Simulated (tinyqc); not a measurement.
Hubbard chain of 3 sites, step by step. One step of it, computed by the program tinyqc.

Problem. The many-body Hamiltonian. Basis: all placements (u, d, 2, 0 on each site), up operators ordered before down ones; hops carry the sign of the same-spin electrons passed.

one-body matrix (hopping and site energies) (eV):
```
,1,2,3
1,0.000000,-1.810000,0.000000
2,-1.810000,0.000000,-1.810000
3,0.000000,-1.810000,0.000000
```

U = 2.900000 eV

electrons, up and down: 2  1

Give: H.

Solution.

H (eV):
```
,2u0,u20,uud,20u,udu,u02,duu,02u,0u2
2u0,2.900,-1.810,0.000,-1.810,0.000,0.000,0.000,0.000,0.000
u20,-1.810,2.900,-1.810,0.000,-1.810,0.000,0.000,0.000,0.000
uud,0.000,-1.810,0.000,0.000,0.000,-1.810,0.000,0.000,0.000
20u,-1.810,0.000,0.000,2.900,-1.810,0.000,-1.810,0.000,0.000
udu,0.000,-1.810,0.000,-1.810,0.000,-1.810,0.000,-1.810,0.000
u02,0.000,0.000,-1.810,0.000,-1.810,2.900,0.000,0.000,-1.810
duu,0.000,0.000,0.000,-1.810,0.000,0.000,0.000,-1.810,0.000
02u,0.000,0.000,0.000,0.000,-1.810,0.000,-1.810,2.900,-1.810
0u2,0.000,0.000,0.000,0.000,0.000,-1.810,0.000,-1.810,2.900
```
